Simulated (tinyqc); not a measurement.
Changing the temperature T: mobility of a non-polar semiconductor in the relaxation-time approximation. Computed by tinyqc, a small Python program. Command: `OMP_NUM_THREADS=1 python tinyqc.py 3016615 3016616 out.jsonl rta sweep`. One thread of a shared host (Intel(R) Xeon(R) Processor @ 2.30GHz), about 0.03 s of CPU time with the checks.

Each valley is treated as a sphere of mass m_d for states and rates, with one isotropic relaxation time; the conductivity mass m_c sets the current.

Inputs (values chosen for the exercise, modelled on electrons in silicon):
```
quantity                                            value       unit
longitudinal mass m_l                                0.91        m_0
transverse mass m_t                                 0.194        m_0
equivalent valleys Z                                    6          -
non-parabolicity alpha                               0.53       1/eV
static permittivity eps_s                            11.7          -
density rho                                          2329     kg/m^3
sound velocity v_l                                   9190        m/s
acoustic deformation potential D_A                    9.8         eV
phonon energy hbar w                                 57.1        meV
optical or intervalley deformation potential D_o      4.3  1e8 eV/cm
final valleys Z_f                                       5          -
carrier density n                                 2.9e+15     1/cm^3
compensation ratio C                                    0          -
neutral impurity density N_n                      2.6e+17     1/cm^3
```

Band: Kane. Impurity formula: Brooks-Herring. Further scattering: neutral impurities.

Constants: k_B = 8.617333262e-05 eV/K; m_0 = 9.1093837015e-31 kg; e = 1.602176634e-19 C; hbar = 1.054571817e-34 J s; eps_0 = 8.8541878128e-12 F/m; k_B = 1.380649e-23 J/K; hbar = 6.582119569e-16 eV s.

Method:
- m_d = (m_l m_t^2)^(1/3); 1/m_c = (1/m_l + 2/m_t)/3; Hall mass factor A = 3 K_m (K_m + 2)/(2 K_m + 1)^2, K_m = m_l/m_t; N_I = n (1 + C)/(1 - C).
- Kane band: hbar^2 k^2/(2 m) = E (1 + alpha E), speed v = hbar k/(m (1 + 2 alpha E)), states per spin, volume and energy g(E) = m k (1 + 2 alpha E)/(2 pi^2 hbar^2); overlap factors are set to 1. Here m = m_d. Masses are multiplied by m_0 and all formulas are in SI units.
- The reduced Fermi level eta = E_F/(k_B T) solves n = 2 Z int g f dE with f = 1/(1 + exp(x - eta)) (Z = 1 unless valleys are given); screening length L_s = sqrt(eps_s eps_0 k_B T/(e^2 dn/deta)), dn/deta = 2 Z int g f (1 - f) dE.
- Integrals over x = E/(k_B T) use 160 Gauss-Legendre points in u = sqrt(x) from 0 to sqrt(max(eta, 0) + 32).
- Phonon occupation N_q = 1/(exp(hbar w/(k_B T)) - 1).
- Acoustic deformation potential (elastic, equipartition, absorption and emission together): 1/tau = 2 pi k_B T D_A^2 g(E)/(hbar rho v_l^2).
- Optical or intervalley deformation potential: 1/tau = (pi Z_f D_o^2/(rho w)) [N_q g(E + hbar w) + (N_q + 1) g(E - hbar w)], with g = 0 below the band edge.
- Each optical term is multiplied by (1 - f(E'))/(1 - f(E)), E' the final energy, for Pauli blocking.
- Singly charged impurities, momentum relaxation: 1/tau = N_I e^4 m (1 + 2 alpha E) Phi/(8 pi (eps_s eps_0)^2 hbar^3 k^3), with alpha = 0 for a parabolic band.
- Brooks-Herring: Phi = ln(1 + b) - b/(1 + b), b = 4 k^2 L_s^2.
- Neutral impurities (Erginsoy): 1/tau = 20 N_n a_B hbar/m, a_B = 4 pi eps_s eps_0 hbar^2/(m e^2).
- mu = (m_d/m_c) (2 Z e/(3 n k_B T)) int g v^2 tau f (1 - f) dE.
- Averages over x are split at the emission threshold x_0 = hbar w/(k_B T): 64 Gauss-Legendre points in sqrt(x) below it and 128 in sqrt(x - x_0) above it, up to x = max(eta, 0) + 32.
- Rates are added at each energy before the average. With <y> = int g v^2 y f (1 - f) dE: Hall factor r_H = A (3 n k_B T/(2 Z m_d)) <tau^2/(1 + 2 alpha E)>/<tau>^2 (alpha = 0 for a parabolic band); Hall mobility r_H mu; |S| = (k_B/e) (<x tau>/<tau> - eta); resistivity 1/(n e mu).
- Matthiessen's rule adds 1/mu of the separate processes.

One run for each value; columns: (1) temperature T (K); (2) drift mobility mu (cm^2/(V s)); (3) acoustic mobility (cm^2/(V s)); (4) ionised impurity mobility (cm^2/(V s)); (5) optical mobility (cm^2/(V s)); (6) Hall factor r_H; (7) excess of Matthiessen's rule over the full mu (%):
```
(1)     (2)    (3)         (4)         (5)     (6)     (7)
60   1543.7  27994  2.7701e+04  9.8663e+07  0.8818   6.642
79   1523.0  18377  3.7777e+04  6.6691e+06  0.8789   6.085
100  1474.3  12788  4.9536e+04  1.0906e+06  0.8787   6.025
140  1337.2   7588  7.3356e+04  1.4489e+05  0.8865   7.205
180  1176.8   5118  9.8625e+04  4.3392e+04  0.9022   9.134
230   984.0   3470  1.3176e+05  1.5964e+04  0.9276  11.133
310   735.2   2145  1.8739e+05  5.6758e+03  0.9708  12.116
410   523.9   1355  2.6006e+05  2.4942e+03  1.0211  10.941
530   366.5    880  3.5017e+05  1.2878e+03  1.0738   8.798
700   238.7    543  4.8087e+05  6.7404e+02  1.1383   6.372
```

Over the rows, drift mobility mu (cm^2/(V s)) falls from 1540 to 239 (exponent d ln y / d ln x -0.049 between the first rows and -1.5 between the last); acoustic mobility (cm^2/(V s)) falls from 28000 to 543 (exponent d ln y / d ln x -1.5 between the first rows and -1.7 between the last); ionised impurity mobility (cm^2/(V s)) rises from 27700 to 481000 (exponent d ln y / d ln x about 1.2 throughout). At the low end the exponent of acoustic mobility is -1.53, close to -1.5: the T^(-3/2) law of acoustic scattering in a classical gas. The lowest separate mobility among these three is impurity at 60.0, acoustic from 79.0 to 700 K. Neutral impurities scattering, not listed, also enters mu. Matthiessen's rule errs most, by 12 %, at 310 K.

Caution (all rows): Erginsoy's formula holds for k a_B below about 0.5 and for dopants that stay neutral, which means low temperature; elsewhere it is only a rough constant rate. Caution (rows 60.0, 79.0, 100): n is taken as given; at low temperature (in diamond even at 300 K) real dopants can freeze out, which changes n and N_I.

Extremes, crossings and ranges named in words are read from the listed rows.
